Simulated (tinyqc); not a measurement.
# Rectangular fin or nanosheet with a gate all round, subbands and threshold shift from confinement, step by step

Program tinyqc, `OMP_NUM_THREADS=1 python tinyqc.py 2350131 2350132 out.jsonl`; Intel Xeon 2.30GHz, shared host, one thread, about 0.3 s. Printed values are rounded.

Undoped body with a flat potential across it, hard walls, transport along x. Three valley pairs (g = 2 each) with the longitudinal mass along x, y or z. Non-parabolicity enters the subband edges through E (1 + al E) = gamma, so E = 2 gamma/(1 + sqrt(1 + 4 al gamma)); motion within a subband is taken as parabolic with the band-edge mass. Energies are counted from the bulk band edge.

Inputs (values chosen for the exercise); masses close to those of silicon: temperature T = 300 K; longitudinal mass ml = 0.923 m0; transverse mass mt = 0.193 m0; non-parabolicity al = 0.5 1/eV; width (along y) t = 5.8 nm; widening of the box by penetration into the insulator dl = 0.2 nm; height (along z) H = 8.7 nm.

Constants: q = 1.602176634e-19 C, kB = 1.380649e-23 J/K, hbar = 1.054571817e-34 J s, m0 = 9.1093837015e-31 kg, Vt = kB T/q, hbar^2/(2 m0) = 0.0380998212 eV nm^2. Results are converted to the units shown.

## Lowest subbands

gamma = C pi^2 [a^2/(my (t + dl)^2) + b^2/(mz (H + dl)^2)], C = hbar^2/(2 m0). List the 7 lowest, labelled by valley axis and quantum numbers, with degeneracy g and N_k: N_k = g sqrt(2 mx m0 kB T/(pi hbar^2)).

```
subband    E_k (eV)  g  N_k (cm^-1)
y1,1     0.03529112  2   4.083375e6
z1,1     0.05760477  2   4.083375e6
y2,1     0.06758030  2   4.083375e6
z1,2     0.07209495  2   4.083375e6
x1,1     0.07584182  2   8.929796e6
z1,3     0.09581955  2   4.083375e6
y1,2      0.1042693  2   4.083375e6
```

## Threshold shift

Each subband has N_k = g sqrt(2 mx m0 kB T/(pi hbar^2)); without degeneracy n = exp(EF/Vt) sum N_k exp(-E_k/Vt). Classical value Nc times t H, Nc = sum over valleys of 2 g (m m0 kB T/(2 pi hbar^2))^1.5 with m = (mx my mz)^(1/3). Threshold shift dVT = Vt ln(classical value/sum N_k exp(-E_k/Vt)). Use the subbands listed.

shares, subband y1,1 to y1,2 (%): 38.90051  16.40977  11.15632  9.36867  17.72375  3.74216  2.69881
sum N_k exp(-E_k/Vt) = 2.680398e6 cm^-1
Nc = 2.791781e19 cm^-3
classical value = 1.408733e7 cm^-1
dVT = 42.89649 mV

With all subbands dVT = 41.49 mV. The lowest edge lies at 35.3 meV; dVT is larger than that, since sum N_k exp(-(E_k - E_1)/Vt) falls short of the classical value.
